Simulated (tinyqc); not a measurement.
Configuration-coordinate model of carrier capture at a defect, step by step. Values are carried at full precision from step to step, so a last printed digit may differ when a step is redone from the rounded ones.

Two parabolas of equal curvature k in one coordinate Q: with the carrier free at the band edge, U_f = k Q^2/2; with the carrier trapped, U_t = k (Q - dQ)^2/2 - ET. ER = k dQ^2/2, Huang-Rhys factor S = ER/hw, hw = 0.0646541 sqrt(k/M) eV for k in eV/angstrom^2 and M in u. The curves cross at a height Eb = (ER - ET)^2/(4 ER) above the free minimum.

Constants: kB = 8.617333262e-05 eV/K.

Values chosen for the exercise (of the size met at a deep level in GaN; not measured data): ET = 0.95 eV (thermal depth of the level below the band edge); ER = 0.62 eV (relaxation energy); hw = 0.05 eV (phonon energy of the mode); M = 28 u (mass of the mode); T = 200 K (temperature); nu = 1e+11 1/s (attempt rate).

## The two parabolas

Form S, k, dQ, the crossing point Qc = (ER - ET)/(k dQ), Eb, and the emission barrier Eb + ET.

S = 12.400
k = 16.7458 eV/angstrom^2
dQ = 0.2721 angstrom
Qc = -0.0724 angstrom

barriers (eV): capture 0.0439, emission 0.9939

ER < ET: the crossing lies on the far side of the free minimum (the inverted case), where tunnelling between vibrational states can matter much if Eb is well above hw.

## Optical transitions

Vertical ionisation from the trapped minimum costs ET + ER; vertical capture from the free minimum releases ET - ER (none if negative); the band has a standard deviation sqrt(S hw^2 coth(hw/2kT)) with S = ER/hw, and a full width 2.35482 times that.

energies (eV): ionisation peak 1.570, zero-phonon 0.950, emission peak 0.330

coth(hw/2kT) = 1.1163
standard deviation = 0.1860 eV
full width = 0.4381 eV

Radiative capture would peak at 0.330 eV. The optical peak exceeds the thermal depth by a factor 1.65.

## The multiphonon factor

Multiphonon factor for giving p = ET/hw phonons to the lattice: W = exp(-S (2 nb + 1)) ((nb + 1)/nb)^(p/2) I_p(x), nb = 1/(exp(hw/kT) - 1), x = 2 S sqrt(nb (nb + 1)), I_p the modified Bessel function. Classical limit: W = hw exp(-Eb/kT)/sqrt(4 pi ER kT). At T = 0: exp(-S) S^p/Gamma(p + 1).

Form p, nb, x and ln W, the classical ln W, and the capture time 1/(nu W).

p, nb, x: 19.0000  0.0582  6.1522

ln W: quantum -3.804, classical -4.540

capture time = 4.49e-10 s

The quantum factor is 2.09 times the classical one at kT/hw = 0.34: the classical form serves within a factor of e.

## Emission by detailed balance

For equal degeneracies and one band-edge state, emission time = capture time x exp(ET/kT).

ET/kT = 55.121
log10 of the emission time in s = 14.59

## Checks

- Ln W for the nearest whole p against the double Poisson sum over emitted and absorbed phonons: both -3.80397.

(tinyqc, `OMP_NUM_THREADS=1 python tinyqc.py 1451580 1451581 out.jsonl`, Intel(R) Xeon(R) Processor @ 2.30GHz, 1 thread, shared host, about 0.01 s.)
